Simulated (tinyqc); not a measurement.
# Undoped symmetric double-gate MOSFET, analytic potential model: what changes with what

An undoped body of thickness ts between two equal insulators and tied gates; long channel, electrons only, n = ni exp((psi - V)/Vt) with V the quasi-Fermi potential (0 at the source, Vd at the drain), constant mobility, no quantisation. Across the body psi(x) = V - 2 Vt ln[(ts/(2 beta)) sqrt(q ni/(2 eps0 eps_r Vt)) cos(2 beta x/ts)], x from the centre. Q is the electron charge per area of the whole body.

Inputs (values chosen for the exercise); material values close to those of silicon: temperature T = 300 K; band gap Eg = 1.14 eV; relative permittivity of the semiconductor eps_r = 11.7; conduction-band density of states at T Nc = 2.86e19 cm^-3; valence-band density of states at T Nv = 2.67e19 cm^-3; relative permittivity of the gate insulator eox = 7.22; insulator thickness tox = 3.5 nm; body thickness ts = 5 nm; gate work function less that of the intrinsic body dphi = 0.02 V; channel mobility mu = 350 cm^2/(V s); gate length L = 1 um; drain voltage Vd = 1 V.

Constants: q = 1.602176634e-19 C, kB = 1.380649e-23 J/K, Vt = kB T/q, eps0 = 8.8541878128e-14 F/cm where lengths are in cm. Results are converted to the units shown.

Each table varies one quantity; the others keep the values above.

## Effect of the gate work function less that of the intrinsic body

ni = sqrt(Nc Nv) exp(-Eg/(2 Vt)), Eg in volts; r = eps_r tox/(eox ts); V0 = dphi + 2 Vt ln[(2/ts) sqrt(2 eps0 eps_r Vt/(q ni))]. beta (between 0 and pi/2) solves (Vg - V0 - V)/(2 Vt) = ln(beta) - ln(cos beta) + 2 r beta tan(beta). Q = 8 eps0 eps_r Vt beta tan(beta)/ts; I = mu (1/L)(4 eps0 eps_r/ts)(2 Vt)^2 [g(beta_s) - g(beta_d)] per width, g = beta tan(beta) - beta^2/2 + r beta^2 tan^2(beta), with beta_s at V = 0 and beta_d at V = Vd.  I(low) is taken at Vg = 0.3 V, Qs and I(high) at Vg = 1.05 V.

Effect of the gate work function less that of the intrinsic body:
```
dphi (V),V0 (V),I(low) (nA/um),Qs(high) (nC/cm^2),I(high) (uA/um)
-0.13,0.39755,84.308,2078.5,237.95
-0.08,0.44755,12.768,1910.8,203.05
-0.03,0.49755,1.8592,1744.2,171.07
0.02,0.54755,0.26904,1578.9,141.99
0.07,0.59755,0.038897,1415.1,115.80
0.12,0.64755,0.0056230,1253.1,92.452
0.17,0.69755,8.1284e-4,1093.2,71.925
```

Read the table: what changes, and by how much?

As dphi goes from -0.13 to 0.17 V, I(low) falls from 84.3 to 8.13e-4 nA/um and I(high) falls from 238 to 71.9 uA/um. V0 rises from 0.398 to 0.698 V. In every row the surface density at the source at the higher gate voltage passes 0.3 Nc, where Boltzmann statistics fail. In every row the body is thin enough for quantum confinement, left out here, to raise the threshold.

## Effect of the insulator thickness

Same model as above.

The same in every row: V0 (V) = 0.5475.

Results:
```
tox (nm),I(low) (nA/um),Qs(high) (nC/cm^2),I(high) (uA/um)
1.2,0.2691,4103,342.9
2.4,0.2691,2215,194.6
3.5,0.2690,1579,142.0
5,0.2690,1144,105.0
7.3,0.2690,810.0,75.86
10,0.2690,606.7,57.71
```

Estimate the missing row, tox = 1.7 nm.

Computed row:
```
tox (nm),I(low) (nA/um),Qs(high) (nC/cm^2),I(high) (uA/um)
1.7,0.2691,3013,258.4
```

With this row back in the table: As tox goes from 1.2 to 10 nm, I(low) stays near 0.269 nA/um and I(high) falls from 343 to 57.7 uA/um. On average I(low) is independent of tox and I(high) goes as tox^(-0.84). Below threshold no voltage drops over the insulator in this long-channel model, so its thickness does not matter there. In every row the surface density at the source at the higher gate voltage passes 0.3 Nc, where Boltzmann statistics fail. In every row the body is thin enough for quantum confinement, left out here, to raise the threshold.

## Transfer curve and volume inversion

Q = 8 eps0 eps_r Vt beta tan(beta)/ts; I = mu (1/L)(4 eps0 eps_r/ts)(2 Vt)^2 [g(beta_s) - g(beta_d)] per width, g = beta tan(beta) - beta^2/2 + r beta^2 tan^2(beta), with beta_s at V = 0 and beta_d at V = Vd. The drop is psi(surface) - psi(centre) at the source end; C = dQs/dVg, Cg = 2 eps0 eox/tox; gm = dI/dVg.

Transfer curve and volume inversion:
```
Vg (V),Qs (nC/cm^2),drop (mV),C/Cg,I (uA/um),gm/I (1/V)
0.25,0.004299,2.594e-4,4.552e-5,3.890e-5,38.68
0.4,1.399,0.08437,0.01457,0.01277,38.36
0.55,116.1,6.700,0.5140,1.785,22.77
0.7,486.8,24.62,0.7747,17.02,10.01
0.85,935.9,41.19,0.8534,54.17,6.046
1,1415,54.89,0.8922,115.8,4.277
1.15,1911,66.23,0.9153,203.0,3.294
1.3,2417,75.81,0.9306,316.6,2.672
1.45,2930,84.04,0.9414,456.8,2.238
```

The current rises from 3.89e-5 to 457 uA/um. In the first row gm/I is 38.7 1/V, within 0.01 % of 1/Vt: with no depletion charge the whole body follows the gate, and the swing is ideal. The drop between surface and centre goes from 2.6e-4 to 84.0 mV and passes Vt at Vg = 0.85 V among the rows; below that the density varies across the body by less than a factor of e (volume inversion). C reaches 0.94 of Cg in the last row. For Vg = 0.7 to 1.45 V the surface density at the source passes 0.3 Nc, where Boltzmann statistics fail. At Vg = 1.45 V mu V/L, with V the smaller of Vd and Vg - V0, passes 3e6 cm/s, so velocity saturation would lower the current. In every row the body is thin enough for quantum confinement, left out here, to raise the threshold.

Numbers from tinyqc (`OMP_NUM_THREADS=1 python tinyqc.py 2440113 2440114 out.jsonl`; about 0.03 s on one thread of a shared Intel Xeon 2.30GHz).
